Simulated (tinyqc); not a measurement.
Inside a calculation. Model: Koster-Slater impurity in a tight-binding band, by Green functions and by supercells. Computed by tinyqc, a small Python program that keeps every step. Command: `OMP_NUM_THREADS=1 python tinyqc.py 3018361 3018362 out.jsonl kosterslater walk`. One thread of a shared host (Intel(R) Xeon(R) Processor @ 2.30GHz), about 0.05 s of CPU time with the checks. Intermediate numbers are printed to about 7 digits and carried at full precision; extremes and crossings named in words are read from the listed rows.

One orbital per site, e(k) = -2 t sum cos(k_i) over 3 direction(s), band from -6 t to 6 t, lattice constant 1. One site has the extra energy U. Spin is left out.

Inputs (values chosen for the exercise, for a model band): hopping t = 1.7 eV; impurity potential U = -9.13 eV; supercell edge N = 2 sites; energy inside the band E = -6.03 eV; broadening eta = 0.14 eV; impurity concentration c = 0.003 per site.

Lattice: simple cubic.

Constants: hbar = 6.582119569e-16 eV s.

## The host Green function outside the band

Outside the band G0(E) = (1/pi) int_0^pi dk (2/(pi z)) K(16 t^2/z^2), z = E + 2 t cos k, K the complete elliptic integral with parameter m; 200 Gauss-Legendre points. A bound state solves 1/U = G0(E). Energies: 0.05, 0.2, 0.5, 1, 2, 4 and 8 t beyond the band edge on the side of U, rounded to four digits.

Scan on the side of U:
```
E (eV)   G0 (1/eV)  1/U - G0 (1/eV)
-10.29  -0.1375881       0.02805904
-10.54  -0.1268288       0.01729979
-11.05  -0.1140427       0.00451372
-11.90  -0.1003081      -0.00922090
-13.60  -0.0829009      -0.02662815
-17.00  -0.0630277      -0.04650135
-23.80  -0.0434133      -0.06611570
```

G0 stays finite at the band edge, 0.252731/t in size, so binding needs |U| > 3.957 t.

## The bound state

Bisection in ln(distance from the edge) between 1e-5 t and |U| + t. Weight on the impurity site: -1/(U^2 dG0/dE), by a central difference with step min(1e-4 t, distance/30). Decay length along an axis: 1/arccosh(1 + distance/(2 t)).

level E_b = -11.29121 eV

distance from the band edge = 1.091215 eV

weight on the impurity site = 0.6876161

decay length = 1.280136 sites

The state is compact: most of it sits on the impurity.

## Green function inside the band

Inside the band G0(z), z = E + i eta, comes from the chain form 1/(sqrt(y - 2t) sqrt(y + 2t)) (principal roots) at y = z + 2 t cos k + 2 t cos k', averaged over k and k' in (0, pi) with 200 Gauss-Legendre points each.

G0(E + i eta) = -0.1662027-0.1091244i 1/eV

## Scattering

T = U/(1 - U G0); phase shift delta = -arg(1 - U G0) in (-pi, pi]; host density of states -Im G0/pi; on the impurity -Im[G0/(1 - U G0)]/pi; lifetime of a band state hbar/(-2 c Im T).

T matrix = 3.748247-7.217206i eV

phase shift delta = 2.049803 rad

host density of states = 0.03473537 1/eV

density of states on the impurity = 0.02755990 1/eV

scattering lifetime = 15.20006 fs

The Born approximation would take Im T = U^2 Im G0 = -9.10 eV, 1.26 times the full value.

## The supercell Hamiltonian at Gamma

H_ij = -t for each bond from i to j, images included (two bonds add when N = 2); H_11 = U; sites are numbered with the last coordinate running fastest. Diagonalise.

H (eV):
$$\begin{pmatrix}
-9.13 & -3.40 & -3.40 & 0.00 & -3.40 & 0.00 & 0.00 & 0.00 \\
-3.40 & 0.00 & 0.00 & -3.40 & 0.00 & -3.40 & 0.00 & 0.00 \\
-3.40 & 0.00 & 0.00 & -3.40 & 0.00 & 0.00 & -3.40 & 0.00 \\
0.00 & -3.40 & -3.40 & 0.00 & 0.00 & 0.00 & 0.00 & -3.40 \\
-3.40 & 0.00 & 0.00 & 0.00 & 0.00 & -3.40 & -3.40 & 0.00 \\
0.00 & -3.40 & 0.00 & 0.00 & -3.40 & 0.00 & 0.00 & -3.40 \\
0.00 & 0.00 & -3.40 & 0.00 & -3.40 & 0.00 & 0.00 & -3.40 \\
0.00 & 0.00 & 0.00 & -3.40 & 0.00 & -3.40 & -3.40 & 0.00
\end{pmatrix}$$

levels (eV): [-13.11602, -6.97564, -3.40000, -3.40000, 1.37058, 3.40000, 3.40000, 9.59108]

## The level in the supercell

In a periodic cell of N sites along each direction with Bloch vector K, the level solves 1/U = N^-d sum_k 1/(E - e(k)), k_i = (2 pi m_i + K_i)/N, m_i = 0..N-1; the outermost root on the side of U is taken (bisection). d is the number of directions. Gamma means K_i = 0, the zone corner K_i = pi, the quarter point K_i = pi/2. The error is measured against the isolated level E_b.

level at Gamma = -13.11602 eV

level at the corner = -9.13 eV

level at the quarter point = -11.12209 eV

error at Gamma = -1.824806 eV

width between Gamma and the corner = 3.986021 eV

Images turn the level into a band 3.99 eV wide; the quarter point misses the isolated level by 0.17 eV, far less than Gamma, because the leading hopping between images averages out there.

## Convergence with cell size

Even N; errors against the isolated level E_b, set to 0 below 1e-6 t.

Error of the level (eV):
```
N   sites          Gamma        corner  quarter point
2       8  -1.824806e+00  2.161215e+00   1.691284e-01
4      64  -2.145207e-01  1.691284e-01   3.741979e-03
6     216  -2.945203e-02  2.313076e-02   1.138795e-04
8     512  -4.355347e-03  3.741979e-03   3.790825e-06
10   1000  -6.989312e-04  6.428582e-04              0
12   1728  -1.190035e-04  1.138795e-04              0
```

The error at Gamma falls exponentially, between the last two resolved rows by exp(-0.885) per site against 1/(decay length) = 0.781; the rest is the power-law prefactor of the Green function. Gamma and the corner err in opposite directions. Among the sizes listed an error below 1 meV is first reached at N = 10 at Gamma; at the quarter point N = 6 is enough.

## Phase shift across the band

delta/pi = -arg(1 - U G0)/pi counts the states added below E (Friedel); host DOS = -Im G0/pi, DOS on the impurity = -Im[G0/(1 - U G0)]/pi; 13 evenly spaced energies from -(band edge + |U| + 2t) to +(band edge + |U| + 2t).

Across the spectrum:
```
E (eV)     Re G0 (1/eV)  host DOS (1/eV)  DOS on the impurity (1/eV)   delta/pi
-22.73000    -0.0456097       0.00009639                    0.000283  0.0015079
-18.94167    -0.0557133       0.00014696                    0.000609  0.0027307
-15.15333    -0.0722624       0.00026017                    0.002246  0.0069803
-11.36500    -0.1081828       0.00074652                    1.224711  0.3341310
-7.57667     -0.1581201       0.02330942                    0.036205  0.6864798
-3.78833     -0.1745907       0.06426799                    0.017134  0.5992281
0.00000       0.0000000       0.08250698                    0.012500  0.3727390
3.78833       0.1745907       0.06426799                    0.006346  0.1966596
7.57667       0.1581201       0.02330942                    0.003632  0.0850091
11.36500      0.1081828       0.00074652                    0.000189  0.0034288
15.15333      0.0722624       0.00026017                    0.000094  0.0014312
18.94167      0.0557133       0.00014696                    0.000065  0.0008893
22.73000      0.0456097       0.00009639                    0.000048  0.0006213
```

delta/pi starts and ends near zero (+0.002 and +0.001): the impurity moves states but creates none. delta/pi rises at the bound state below the band (-11.291 eV), reaches 0.69 among these rows (1 in the limit of small eta, just above the level) and is paid back by the top of the band.

Checks made by the program: G0 at the level by a direct sum over directions (relative difference below 1e-10); diagonalisation against the k sum (relative difference below 1e-10).
